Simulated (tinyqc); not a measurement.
Inside a calculation. Method: one-electron ion in a basis of Gaussians. Computed by tinyqc, a small Python program that keeps every step. Settings: Z = 4, l = 1. Command: `OMP_NUM_THREADS=1 python tinyqc.py 28364 28365 out.jsonl` (the two numbers bound the seeds that draw the settings). One thread of a shared host (Intel(R) Xeon(R) Processor @ 2.60GHz), about 0.01 s of CPU time with the checks.

## Matrices over normalised Gaussians

exponents of r^l exp(-a r^2) (1/bohr^2): 0.152000  0.230700  0.350200  0.531700

Z = 4

l = 1

With p = a_i + a_j and I(k) = Gamma((k+1)/2) / (2 p^((k+1)/2)): S = I(2l+2), T = (2l+3) a_i a_j S / p, V = -Z I(2l+1), each divided by sqrt(S_ii S_jj).

S:
```
          1         2         3         4
1  1.000000  0.947421  0.809250  0.630665
2  0.947421  1.000000  0.947384  0.809116
3  0.809250  0.947384  1.000000  0.947338
4  0.630665  0.809116  0.947338  1.000000
```

T (hartree):
```
          1         2         3         4
1  0.380000  0.434056  0.428880  0.372746
2  0.434056  0.576750  0.658808  0.650897
3  0.428880  0.658808  0.875500  1.000089
4  0.372746  0.650897  1.000089  1.329250
```

V (hartree):
```
           1          2          3          4
1  -1.659054  -1.763583  -1.725619  -1.569117
2  -1.763583  -2.043914  -2.172705  -2.125817
3  -1.725619  -2.172705  -2.518239  -2.676940
4  -1.569117  -2.125817  -2.676940  -3.102931
```

## Generalised eigenproblem

H = T + V (hartree):
```
           1          2          3          4
1  -1.279054  -1.329527  -1.296739  -1.196371
2  -1.329527  -1.467164  -1.513897  -1.474920
3  -1.296739  -1.513897  -1.642739  -1.676851
4  -1.196371  -1.474920  -1.676851  -1.773681
```

Solve H C = S C e through S^(-1/2); each column has its largest component positive (the first on a tie).

eigenvalues of S: 0.000794  0.025338  0.421156  3.552711

eigenvalues (hartree): -1.830499  -0.826335  -0.152106  0.799317

coefficients:
```
           1          2          3           4
1   0.756465  -3.151925  -5.455252    7.021011
2  -2.629390   4.458283   9.784190  -20.948553
3   3.008208  -3.818633  -4.109105   22.811277
4  -2.187457   2.055694  -0.570619   -8.945858
```

For Z = 4 and l = 1 the exact lowest level is -Z^2/(2 n^2) with n = l + 1: -2.000000 hartree. The basis is nearly linearly dependent, so rounded matrices do not reproduce these digits.
